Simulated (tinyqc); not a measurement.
## MOS structure on a p-type body with a surface-enhanced doping, non-linear Poisson equation by Newton steps: charge and capacitance against gate voltage

One dimension, insulator interface at x = 0, acceptor density Na + N0 exp(-x/Ls), net doping C = -(acceptor density). psi is counted from the intrinsic level: n = ni exp((psi - Vb)/Vt), p = ni exp(-psi/Vt); deep in the body psi_b = -Vt ln(Na/ni). The gate acts through Cox = eps0 eox/tox and has the potential psi_G = Vg - (phiM - chi - Vt ln(Nc/ni)). Boltzmann statistics, full ionisation, classical densities, no oxide or interface charge.

ni = sqrt(Nc Nv) exp(-Eg/(2 Vt)), Eg in volts. The Poisson equation d/dx(eps0 eps_r dpsi/dx) = -q (p - n + C), with eps0 eps_r dpsi/dx = -Cox (psi_G - psi_0) at x = 0, is solved on a mesh of about 600 nodes or more. N_inv is the integral of n less its value deep in the body. C_LF = Cox (1 - dpsi_0/dVg) with all carriers following; C_HF is the same with the electron quasi-Fermi level shifting uniformly so that N_inv stays fixed. The centroid is that of the same excess.

Parameters, values chosen for the exercise; band and dielectric values close to those of silicon: temperature T = 300 K; band gap Eg = 1.11 eV; relative permittivity eps_r = 11.5; conduction-band density of states at T Nc = 2.78e19 cm^-3; valence-band density of states at T Nv = 2.66e19 cm^-3; electron affinity chi = 4.12 eV; acceptor density deep in the body Na = 5.4e17 cm^-3; relative permittivity of the gate insulator (close to zirconium oxide) eox = 24.4; insulator thickness tox = 33 nm; gate work function phiM = 4.65 eV; electron quasi-Fermi potential against the body Vb = 0 V; extra acceptor density at the surface N0 = 1.3e18 cm^-3; decay length Ls = 15 nm.

Constants: q = 1.602176634e-19 C, kB = 1.380649e-23 J/K, Vt = kB T/q, eps0 = 8.8541878128e-14 F/cm where lengths are in cm. Results are converted to the units shown.

Charge and capacitance against gate voltage:
```
Vg (V)  psi_0 - psi_b (V)  N_inv (cm^-2)  C_LF/Cox  C_HF/Cox  centroid (nm)
0.82                0.555         3.68e4     0.367     0.367          0.581
1.01                0.678         3.92e6     0.338     0.338          0.526
1.2                 0.806         5.14e8     0.316     0.314          0.485
1.4                 0.934        6.76e10     0.508     0.294          0.451
1.59                0.990        5.30e11     0.834     0.287          0.426
1.79                 1.01        1.22e12     0.912     0.284          0.405
1.98                 1.03        1.92e12     0.939     0.283          0.388
2.17                 1.04        2.65e12     0.953     0.283          0.372
```

What does the comparison show?

N_inv goes from 36800 to 2.65e12 cm^-2 and passes 2e11 cm^-2 at Vg = 1.47 V. Below threshold it takes 89.7 mV a decade between Vg = 1.01 and 1.2 V, against Vt ln 10 = 59.5 mV. C_LF/Cox is lowest, 0.316, at Vg = 1.2 V among the rows listed and ends at 0.953, while C_HF/Cox ends at 0.283. Between the last two rows q dN_inv/dVg is 0.933 Cox. Where the classical centroid is under about 2 nm, confinement would move the charge away from the interface and raise the threshold. Above about 2e12 cm^-2 degeneracy matters too.

Numbers from tinyqc (`OMP_NUM_THREADS=1 python tinyqc.py 2080164 2080165 out.jsonl`; about 0.6 s on one thread of a shared Intel Xeon 2.30GHz).
